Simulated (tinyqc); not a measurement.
Heisenberg spin cluster by exact diagonalisation: multiplets, susceptibility, level crossings. Inputs raised by 2 %, one at a time. Computed by tinyqc, a small Python program. Command: `OMP_NUM_THREADS=1 python tinyqc.py 3002257 3002258 out.jsonl spincl sens`. One thread of a shared host (Intel(R) Xeon(R) Processor @ 2.30GHz), about 0.01 s of CPU time with the checks.

H = J1 sum S_i.S_j over the bonds 1-2, 2-3, 3-4, 4-1 + J2 sum over 1-3, 2-4 - g mu_B B S_z; J > 0 is antiferromagnetic.

Inputs (values chosen for the exercise, for a model cluster):
```
quantity       value  unit
exchange J1     1.92   meV
exchange J2    -0.78   meV
g factor        2.09     -
temperature T    4.7     K
field B          8.1     T
```

Cluster: square with diagonals J2. Spin s of each site: 1.

Constants: k_B = 8.617333262e-05 eV/K; mu_B = 5.7883818060e-05 eV/T.

Method:
- Every multiplet has one member in the block S_z = 0; diagonalise it and read the total spin from <S^2> = S (S + 1).
- Z = sum k (2S + 1) exp(-E/(k_B T)) over the table, k the number of multiplets; <S^2> likewise with the factor S (S + 1); chi T = N_A g^2 mu_B^2 <S^2>/(3 k_B) = 0.125049 g^2 <S^2> cm^3 K/mol (cgs, per mole of clusters); C = (<E^2> - <E>^2)/(k_B T)^2; entropy = ln Z + <E>/(k_B T).
- Each multiplet splits as E - g mu_B B m; <S_z> is the Boltzmann mean. The first level crossing is at the smallest (E_S - E_0)/(g mu_B (S - S_0)) over higher spins (0 if the ground state has the highest spin).

Runs:
```
input moved         from       to  heat capacity (k_B)  entropy (k_B)     <S_z>  gap to the next level (meV)
base run               -        -              0.55980        0.14695  0.088072                       1.9200
exchange J1 (meV)   1.92   1.9584              0.53208        0.13614  0.080792                       1.9584
exchange J2 (meV)  -0.78  -0.7956              0.55980        0.14695  0.088072                       1.9200
g factor            2.09   2.1318              0.55980        0.14695  0.092112                       1.9200
temperature T (K)    4.7    4.794              0.58770        0.15831  0.091665                       1.9200
field B (T)          8.1    8.262              0.55980        0.14695  0.092112                       1.9200
```

Exponents ln(y'/y) / ln(x'/x):
```
input          heat capacity  entropy   <S_z>  gap to the next level
exchange J1           -2.565   -3.859  -4.357                      1
exchange J2            0.000    0.000   0.000                      0
g factor               0.000    0.000   2.265                      0
temperature T          2.456    3.761   2.019                      0
field B                0.000    0.000   2.265                      0
```

To which inputs is each result most sensitive?

Among the inputs moved here: heat capacity answers most in size to exchange J1 (exponent -2.565), next to temperature T (+2.456); its exponent is below 0.0005 for exchange J2, g factor, field B. entropy answers most in size to exchange J1 (exponent -3.859), next to temperature T (+3.761); its exponent is below 0.0005 for exchange J2, g factor, field B. <S_z> answers most in size to exchange J1 (exponent -4.357), next to g factor (+2.265); its exponent is below 0.0005 for exchange J2. gap to the next level answers most in size to exchange J1 (exponent +1.000); its exponent is below 0.0005 for exchange J2, g factor, temperature T, field B.
